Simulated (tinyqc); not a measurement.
Changing the longitudinal mass m_l: mobility of a non-polar semiconductor in the relaxation-time approximation. Computed by tinyqc, a small Python program. Command: `OMP_NUM_THREADS=1 python tinyqc.py 3022810 3022811 out.jsonl rta sweep`. One thread of a shared host (Intel(R) Xeon(R) Processor @ 2.30GHz), about 0.03 s of CPU time with the checks.

Each valley is treated as a sphere of mass m_d for states and rates, with one isotropic relaxation time; the conductivity mass m_c sets the current.

Inputs (values chosen for the exercise, modelled on electrons in diamond):
```
quantity                                            value       unit
transverse mass m_t                                 0.283        m_0
equivalent valleys Z                                    6          -
static permittivity eps_s                             5.7          -
density rho                                          3515     kg/m^3
sound velocity v_l                                  18700        m/s
acoustic deformation potential D_A                      8         eV
phonon energy hbar w                                  139        meV
optical or intervalley deformation potential D_o      7.2  1e8 eV/cm
final valleys Z_f                                       5          -
carrier density n                                 3.2e+17     1/cm^3
compensation ratio C                                    0          -
temperature T                                         500          K
alloy fraction x                                      0.3          -
alloy potential U                                     1.1         eV
lattice constant a                                   3.57   angstrom
```

Band: parabolic. Impurity formula: Conwell-Weisskopf. Further scattering: alloy.

Constants: k_B = 8.617333262e-05 eV/K; m_0 = 9.1093837015e-31 kg; e = 1.602176634e-19 C; hbar = 1.054571817e-34 J s; eps_0 = 8.8541878128e-12 F/m; k_B = 1.380649e-23 J/K; hbar = 6.582119569e-16 eV s.

Method:
- m_d = (m_l m_t^2)^(1/3); 1/m_c = (1/m_l + 2/m_t)/3; Hall mass factor A = 3 K_m (K_m + 2)/(2 K_m + 1)^2, K_m = m_l/m_t; N_I = n (1 + C)/(1 - C).
- Parabolic band: E = hbar^2 k^2/(2 m), speed v = hbar k/m, states per spin, volume and energy g(E) = m k/(2 pi^2 hbar^2). Here m = m_d. Masses are multiplied by m_0 and all formulas are in SI units.
- The reduced Fermi level eta = E_F/(k_B T) solves n = 2 Z int g f dE with f = 1/(1 + exp(x - eta)) (Z = 1 unless valleys are given); screening length L_s = sqrt(eps_s eps_0 k_B T/(e^2 dn/deta)), dn/deta = 2 Z int g f (1 - f) dE.
- Integrals over x = E/(k_B T) use 160 Gauss-Legendre points in u = sqrt(x) from 0 to sqrt(max(eta, 0) + 32).
- Phonon occupation N_q = 1/(exp(hbar w/(k_B T)) - 1).
- Acoustic deformation potential (elastic, equipartition, absorption and emission together): 1/tau = 2 pi k_B T D_A^2 g(E)/(hbar rho v_l^2).
- Optical or intervalley deformation potential: 1/tau = (pi Z_f D_o^2/(rho w)) [N_q g(E + hbar w) + (N_q + 1) g(E - hbar w)], with g = 0 below the band edge.
- Each optical term is multiplied by (1 - f(E'))/(1 - f(E)), E' the final energy, for Pauli blocking.
- Singly charged impurities, momentum relaxation: 1/tau = N_I e^4 m (1 + 2 alpha E) Phi/(8 pi (eps_s eps_0)^2 hbar^3 k^3), with alpha = 0 for a parabolic band.
- Conwell-Weisskopf: Phi = ln(1 + y^2), y = 4 pi eps_s eps_0 E N_I^(-1/3)/e^2 (largest impact parameter N_I^(-1/3)/2).
- Alloy disorder: 1/tau = (2 pi/hbar) Omega x (1 - x) U^2 g(E), Omega = a^3/4 (other conventions for Omega rescale U).
- mu = (m_d/m_c) (2 Z e/(3 n k_B T)) int g v^2 tau f (1 - f) dE.
- Averages over x are split at the emission threshold x_0 = hbar w/(k_B T): 64 Gauss-Legendre points in sqrt(x) below it and 128 in sqrt(x - x_0) above it, up to x = max(eta, 0) + 32.
- Rates are added at each energy before the average. With <y> = int g v^2 y f (1 - f) dE: Hall factor r_H = A (3 n k_B T/(2 Z m_d)) <tau^2/(1 + 2 alpha E)>/<tau>^2 (alpha = 0 for a parabolic band); Hall mobility r_H mu; |S| = (k_B/e) (<x tau>/<tau> - eta); resistivity 1/(n e mu).

One run for each value; columns: (1) longitudinal mass m_l (m_0); (2) drift mobility mu (cm^2/(V s)); (3) density-of-states mass m_d (m_0); (4) conductivity mass m_c (m_0); (5) Hall mass factor A; (6) Seebeck coefficient |S| (microvolt/K):
```
(1)     (2)     (3)     (4)     (5)    (6)
0.28  603.1  0.2820  0.2820  1.0000  645.4
0.40  503.2  0.3176  0.3136  0.9883  655.5
0.58  423.4  0.3595  0.3412  0.9576  666.3
0.82  364.2  0.4035  0.3620  0.9220  676.6
1.20  311.0  0.4581  0.3797  0.8832  688.4
1.70  270.0  0.5144  0.3919  0.8520  699.6
2.40  235.0  0.5771  0.4009  0.8265  710.9
3.40  204.0  0.6482  0.4075  0.8063  722.8
```

Over the rows, drift mobility mu (cm^2/(V s)) falls from 603 to 204 (exponent d ln y / d ln x -0.51 between the first rows and -0.41 between the last); density-of-states mass m_d (m_0) rises from 0.282 to 0.648 (exponent d ln y / d ln x about 0.33 throughout); conductivity mass m_c (m_0) rises from 0.282 to 0.408 (exponent d ln y / d ln x 0.30 between the first rows and 0.047 between the last). m_c stays below 1.5 m_t = 0.424 however large m_l gets, while m_d keeps growing as m_l^(1/3); A falls from 1 towards 3/4.

Caution (all rows): diamond forms no such random alloy, so the alloy term is a formal exercise. Caution (all rows): n is taken as given; at low temperature (in diamond even at 300 K) real dopants can freeze out, which changes n and N_I.
